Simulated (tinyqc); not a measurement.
# Spin coating of a resist or spin-on film: centrifugal thinning, evaporation and the final thickness (Emslie and Meyerhofer models), step by step

A worked calculation. Computed by tinyqc, a small Python program that keeps every step. Command: `OMP_NUM_THREADS=1 python tinyqc.py 3111299 3111300 out.jsonl spincoat walk`. One thread of a shared host (Intel(R) Xeon(R) Processor @ 2.30GHz), about 0.07 s of CPU time with the checks. Intermediate numbers are printed to about 6 digits and carried at full precision; extremes and crossings named in words are read from the listed rows.

A Newtonian film stays uniform over the wafer; solvent and solids have the same density and the concentration is uniform through the thickness.

Inputs (values chosen for the exercise, of the order of those of a polymer resist in an ester solvent): solids volume fraction c0 = 0.16; kinematic viscosity of the solvent nu_s = 2 mm^2/s; viscosity constant k = 1200 mm^2/s; viscosity exponent gamma = 2.4; spin speed f = 2500 rpm; evaporation rate at 1000 rpm e0 = 0.39 micrometre/s; starting thickness h0 = 100 micrometre; time t = 0.32 s; wafer radius R = 50 mm; shrinkage in the bake = 4.9 %.

## Rates

omega = 2 pi f/60; nu(c) = nu_s + k c^gamma; evaporation rate e = e0 sqrt(f/1000 rpm). Flow constant K = 2 omega^2/(3 nu(c0)); Reynolds number of the air omega R^2/nu_air with nu_air = 15 mm^2/s.

omega = 261.799 1/s

nu(c0) = 16.7594 mm^2/s

evaporation rate e = 0.616644 micrometre/s

flow constant K = 0.00272638 1/(micrometre^2 s)

Reynolds number of the air = 43633.2

## Thinning without evaporation

dh/dt = -K h^3 gives h = h0/sqrt(1 + 2 K h0^2 t); for long times h = 1/sqrt(2 K t).

h(t) without evaporation = 23.2817 micrometre

long-time form = 23.9396 micrometre

time 1/(2 K h0^2) = 0.0183393 s

The long-time form is within 2.8 %: the starting thickness is forgotten.

## The two-stage estimate

Meyerhofer estimate: flow rules until (1 - c0) K h^3 = e, then evaporation alone: h_w = (e/((1 - c0) K))^(1/3), dry film c0 h_w.

wet thickness h_w = 6.45738 micrometre

dry film, estimate = 1033.18 nm

drying time (1 - c0) h_w/e = 8.79631 s

## First explicit step of the full model

Solids s and liquid l per area start at s = c0 h0, l = (1 - c0) h0. With h = h0 and c = c0: Q = K h^3, K = 2 omega^2/(3 nu); one Euler step of length dt = 0.01 h0/Q for s and l, ds/dt = -c Q, dl/dt = -(1 - c) Q - e.

Q = 2726.38 micrometre/s

dt = 3.66786e-04 s

s = 15.84 micrometre

l = 83.1598 micrometre

Q/e at the start = 4421.33

## The full model

Full model for solids s and liquid l per area, h = s + l, c = s/h: ds/dt = -c Q, dl/dt = -(1 - c) Q - e, Q = 2 omega^2 h^3/(3 nu(c)); integrated adaptively (relative tolerance 1e-9) until l = 0. Dry film = s at l = 0, before the bake; film after the bake = s x (1 - shrinkage).

time to dry = 11.4689 s

dry film = 1170.71 nm

film after the bake = 1113.34 nm

## Course in time

Times are fractions of the time to dry.

History:
```
fraction    t (s)  h (micrometre)         c  nu (mm^2/s)          Q/e   s (nm)
0.003      0.0344         58.9586  0.160047       16.770  9.05579e+02  9436.14
0.010      0.1147         37.1173  0.160224       16.809  2.25423e+02  5947.07
0.030      0.3441         22.4669  0.161052       16.993  4.94495e+01  3618.33
0.100      1.1469         12.4527  0.166238       18.178  7.87128e+00  2070.11
0.200      2.2938          8.6985  0.178219       21.119  2.30921e+00  1550.23
0.350      4.0141          6.2924  0.206130       29.109  6.34210e-01  1297.05
0.500      5.7345          4.8411  0.250009       45.080  1.86496e-01  1210.32
0.700      8.0283          3.3058  0.355845      102.510  2.61144e-02  1176.36
0.900     10.3220          1.8783  0.623420      388.060  1.26531e-03  1170.96
```

Q/e drops below 1 between t = 2.3 and 4.0 s, when c has risen from 0.16 to about 0.206; after that row the solids fall by a further 10 %. The full model gives 1.13 times the two-stage estimate.

## Spin curve

The formulas are those given above.

Dry film against speed:
```
f (rpm)  full model (nm)  estimate (nm)  time to dry (s)
500              2614.31        2310.26          56.9543
1000             1850.34        1633.60          28.6001
1500             1511.15        1333.83          19.0936
2000             1308.82        1155.13          14.3302
3000             1068.74         943.16           9.5601
4000              925.59         816.80           7.1725
6000              755.76         666.91           4.7833
```

The full thickness goes as f^-0.499; the estimate as (e/omega^2)^(1/3) = f^(-1/2). The time to dry goes as f^-1.00. A thickness window of 1 % allows a speed error of about 2 %.

Checks made by the program: constant-viscosity run against c0 h0 exp(-int K h^2 dt) (relative difference 6e-06).
